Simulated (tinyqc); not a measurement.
Raising U: Hubbard ring of 6 sites, mean field against exact. Computed by the program tinyqc. Command: `OMP_NUM_THREADS=1 python tinyqc.py 111206 111207 out.jsonl`; one thread of a shared host (Intel(R) Xeon(R) Processor @ 2.60GHz), about 8 s.

one-body matrix (hopping and site energies) (eV):
```
,1,2,3,4,5,6
1,0.3600,-1.5400,0.0000,0.0000,0.0000,-1.5400
2,-1.5400,0.0300,-1.5400,0.0000,0.0000,0.0000
3,0.0000,-1.5400,0.2000,-1.5400,0.0000,0.0000
4,0.0000,0.0000,-1.5400,-0.5200,-1.5400,0.0000
5,0.0000,0.0000,0.0000,-1.5400,-0.3500,-1.5400
6,-1.5400,0.0000,0.0000,0.0000,-1.5400,0.1500
```

electrons, up and down: 3  2

Collinear unrestricted mean field (the lowest of 40 random starts) against exact diagonalisation.

Exact and mean-field results (eV):
```
U,U/t,E exact,E mean field,mean |n_up - n_down|,"double occupancy, exact",first gap in the sector
0.7700,0.5000,-10.299442,-10.267724,0.1667,0.1544,0.1405
1.5400,1.0000,-9.622151,-9.495647,0.1682,0.1389,0.1265
3.0800,2.0000,-8.476240,-7.985558,0.2328,0.1097,0.1012
4.6200,3.0000,-7.580599,-6.583451,0.3602,0.0850,0.0805
6.1600,4.0000,-6.890189,-5.628999,0.6231,0.0654,0.0647
9.2400,6.0000,-5.943674,-4.617314,0.7450,0.0397,0.0442
12.3200,8.0000,-5.353316,-4.100147,0.7849,0.0256,0.0327
18.4800,12.0000,-4.684020,-3.513974,0.8119,0.0127,0.0210
30.8000,20.0000,-4.100084,-3.128532,0.8296,0.0049,0.0120
```

In absolute terms mean field is worst at U/t = 6.0, 1.326 eV too high: at small U it is nearly exact, and at large U it still misses the motion of the hole through a fluctuating spin background. Relative to the exact energy its error is 0.3 % at the smallest U, 25 % at most and 24 % at the largest. The double occupancy falls from 0.154 to 0.005.
